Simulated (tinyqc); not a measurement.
Worked calculation: thermal and gravitational stress in a wafer during furnace and rapid thermal processing, and the onset of slip. Computed by tinyqc, a small Python program that keeps every step. Command: `OMP_NUM_THREADS=1 python tinyqc.py 3020775 3020776 out.jsonl slip walk`. One thread of a shared host (Intel(R) Xeon(R) Processor @ 2.30GHz), about 0.01 s of CPU time with the checks. Intermediate numbers are printed to about 6 digits and carried at full precision; extremes and crossings named in words are read from the listed rows.

A thin free disc in plane stress, isotropic; T(r) = T_centre + dT (r/R)^n. Stress is positive in tension; sigma_SB = 5.670374419e-8 W/(m^2 K^4), g = 9.80665 m/s^2.

Inputs (values chosen for the exercise, modelled on silicon):
```
quantity                              value        unit
wafer radius R                          100          mm
thickness t                             725  micrometre
Young's modulus E                       145         GPa
Poisson ratio nu                       0.21           -
expansion alpha                        4.37      1e-6/K
edge less centre temperature dT         -16           K
exponent n of the profile                10           -
temperature T                          1100           K
prefactor A of the critical stress  0.00019         MPa
energy U of the critical stress        1.01          eV
density rho                            2330      kg/m^3
heat capacity c                         962    J/(kg K)
conductivity k                         23.8     W/(m K)
wafer spacing s                         4.1          mm
ramp rate                               1.9       K/min
radius of the support ring over R      0.68           -
```

Temperature profile: edge zone, power law.

Constants: k_B = 8.617333262e-05 eV/K.

## Thermal stress

With x = r/R: s_rr = alpha E dT (1 - x^n)/(n + 2), s_tt = alpha E dT [1 - (n + 1) x^n]/(n + 2).

Temperature and stresses at r/R = 0, 0.3, 0.5, 0.7, 0.8, 0.9, 0.95, 1:
```
r/R   T - T_centre (K)  s_rr (MPa)  s_tt (MPa)
0.00            0.0000   -0.844867    -0.84487
0.30           -0.0001   -0.844862    -0.84481
0.50           -0.0156   -0.844042    -0.83579
0.70           -0.4520   -0.821001    -0.58235
0.80           -1.7180   -0.754150     0.15302
0.90           -5.5789   -0.550280     2.39559
0.95           -9.5798   -0.339014     4.71952
1.00          -16.0000    0.000000     8.44867
```

hoop stress at the edge = 8.44867 MPa

r/R where s_tt = 0 = 0.786793

The cold edge is stretched; the edge stress is n times that at the centre in size.

## Resolved stress round the edge

At the edge the stress is uniaxial along the tangent d = (cos phi, sin phi, 0) of a (001) wafer; the Schmid factor is the largest |(d.n)(d.b)| over the twelve {111}<110> systems.

Schmid factor and resolved stress at phi = 0, 7.5, 15, 22.5, 30, 37.5 and 45 degrees from [100]:
```
phi from [100] (degrees)  Schmid factor  resolved stress (MPa)
0.0                            0.408248                3.44915
7.5                            0.454124                3.83674
15.0                           0.482963                4.08039
22.5                           0.492799                4.16350
30.0                           0.482963                4.08039
37.5                           0.454124                3.83674
45.0                           0.408248                3.44915
```

The factor is 1/sqrt(6) = 0.408 along <100> and <110> and peaks at 0.4928 at 22.5 degrees, so slip, if any, starts at eight places between these directions.

## Slip criterion

Critical resolved stress tau_c = A exp(U/(k_B T)), a form chosen for the exercise; slip when 0.492799 |s_tt(R)| > tau_c; allowed |dT| = tau_c (n + 2)/(0.492799 n alpha E).

critical stress tau_c = 8.05724 MPa

resolved over critical stress = 0.516740

allowed |dT| = 30.9634 K

No slip; the margin is a factor 1.9.

## Ramp rate in a batch furnace

In a stack heated from the rim, heat flows inward by conduction and by radiation between wafers: k_eff = k + (16/3) sigma_SB T^3 s^2/t (a diffusion estimate with the spacing as path length). A steady ramp gives the parabolic lag dT = rho c (ramp) R^2/(4 k_eff); the allowed ramp uses n = 2.

k_eff = 33.1329 W/(m K)

lag of the centre = 5.35567 K

allowed ramp rate = 18.3078 K/min

Radiation carries 28 % of the inward flow. The ramp is 0.10 of the allowed one.

## Gravity

Own weight q = rho g t on a ring of radius b R, x = r/R: moments of an edge-supported plate, M_r = q R^2 (3 + nu)(1 - x^2)/16 and M_t = q R^2 [(3 + nu) - (1 + 3 nu) x^2]/16, less the uniform moment inside the ring load, q R^2 [(1 - nu)(1 - b^2) - 2 (1 + nu) ln b]/8; stress at the lower face = 6 M/t^2.

stress at the centre = 0.0583827 MPa

radial stress at the ring = -0.117043 MPa

hoop stress at the ring = -0.0306963 MPa

The largest of these is 0.0073 tau_c when halved for shear. Point supports give far higher local stress than a ring.

## Position of the support ring

The formulas are those given above.

Stress at the lower face (MPa):
```
b        centre  radial at ring  hoop at ring  largest in size
0.40  -0.301619       -0.362320     -0.332442         0.362320
0.50  -0.157169       -0.252014     -0.205330         0.252014
0.60  -0.032336       -0.168912     -0.101688         0.168912
0.65   0.025122       -0.135166     -0.056271         0.135166
0.70   0.080118       -0.105778     -0.014278         0.105778
0.75   0.133122       -0.080279      0.024759         0.133122
0.80   0.184512       -0.058292      0.061219         0.184512
0.90   0.283632       -0.023666      0.127589         0.283632
1.00   0.379380        0.000000      0.186736         0.379380
```

Among these rows the largest stress is least, 0.106 MPa, for a ring at 0.7 R, 3.6 times below edge support: the overhang balances the sag of the centre. All values scale as R^2/t.

## Limits against temperature

The formulas are those given above.

For the parabolic profile:
```
T (K)  tau_c (MPa)  allowed |dT| (K)  k_eff (W/(m K))  allowed ramp (K/min)
1050       13.3826           85.7138          31.9172               29.2925
1125        6.3585           40.7254          33.7838               14.7317
1200        3.3156           21.2362          35.9167                8.1668
1275        1.8666           11.9553          38.3335                4.9070
1350        1.1201            7.1741          41.0521                3.1534
1425        0.7093            4.5427          44.0901                2.1446
1500        0.4701            3.0110          47.4654                1.5303
```

From 1050 to 1500 K the allowed difference falls 28 times and the allowed ramp 19 times; radiation, which grows as T^3, gives back a factor 1.49. Ramps must slow as the wafer gets hotter.

Checks made by the program: force balance: the hoop stress integrates to zero (added to the edge stress) (relative difference below 1e-10).
